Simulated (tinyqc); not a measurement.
Changing the Ge fraction x: composition and strain of an epitaxial Si(1-x)Ge(x) layer from Raman and X-ray peaks. Computed by tinyqc, a small Python program. Command: `OMP_NUM_THREADS=1 python tinyqc.py 3020907 3020908 out.jsonl epiraman sweep`. One thread of a shared host (Intel(R) Xeon(R) Processor @ 2.30GHz), about 0.01 s of CPU time with the checks.

A (001) layer, biaxially strained in the plane. The Raman peaks follow empirical lines omega = w0 + c1 x + c3 x^3 + b eps (c3 for Si-Ge alone), with eps the in-plane strain.

Inputs (values chosen for the exercise, modelled on silicon-germanium):
```
quantity,value,unit
degree of relaxation R,0.49,-
lattice constant of Si,5.431,angstrom
lattice constant of Ge,5.658,angstrom
bowing B,0.03,angstrom
2 C12/C11 of Si,0.771,-
2 C12/C11 of Ge,0.757,-
Si-Si: w0,520.4,1/cm
Si-Si: c1,-64.7,1/cm
Si-Si: strain coefficient b,-713,1/cm
Si-Ge: w0,400.1,1/cm
Si-Ge: c1,23.3,1/cm
Si-Ge: c3,-31.7,1/cm
Si-Ge: strain coefficient b,-605,1/cm
Ge-Ge: w0,280,1/cm
Ge-Ge: c1,19.1,1/cm
Ge-Ge: strain coefficient b,-477,1/cm
X-ray wavelength,1.540598,angstrom
```

Substrate: germanium.

Method:
- Relaxed lattice constant a(x) = a_Si + (a_Ge - a_Si) x - B x (1 - x).
- In-plane constant a_par = a_sub + R (a(x) - a_sub); eps = a_par/a(x) - 1; eps_perp = -(2 C12/C11) eps with 2 C12/C11 linear in x; a_perp = a(x) (1 + eps_perp).
- Insert x and eps in the three lines; the strain part is b eps.
- Bragg angle theta = arcsin(2 lambda/a) for (004), for the substrate with a_sub and the layer with a_perp; separation in arc seconds.

One run for each value:
```
Ge fraction x,Si-Si peak (1/cm),Si-Ge peak (1/cm),Ge-Ge peak (1/cm),in-plane strain eps (per mille),"separation, layer less substrate (arcsec)"
0.08,501.13,389.99,272.10,19.760,7426.6
0.18,496.08,393.35,274.96,17.776,6658.5
0.29,490.55,396.68,278.12,15.544,5800.7
0.40,485.06,399.37,281.31,13.262,4930.4
0.50,480.10,401.04,284.23,11.145,4129.1
0.60,475.17,401.79,287.17,8.989,3318.8
0.71,469.78,401.32,290.43,6.574,2417.8
0.82,464.41,399.24,293.70,4.115,1507.5
0.92,459.56,395.74,296.69,1.843,672.6
```

What does the table show, and why?

Over the rows, Si-Si peak (1/cm) falls from 501 to 460 (exponent d ln y / d ln x -0.013 between the first rows and -0.091 between the last); Si-Ge peak (1/cm) goes from 390 through a maximum among these rows, 402 at 0.600, to 396; Ge-Ge peak (1/cm) rises from 272 to 297 (exponent d ln y / d ln x 0.013 between the first rows and 0.088 between the last). Composition and strain both change with x. The Si-Si peak moves by -49.5 per cm per unit x on average, against c1 = -64.7 without strain: eps moves towards compression as x grows, which offsets part of the fall, in proportion to 1 - R.

Caution (rows 0.0800, 0.180, 0.820, 0.920): near either end one of the like-atom peaks is weak, since its intensity follows the number of such bonds.

Extremes, crossings and ranges named in words are read from the listed rows.
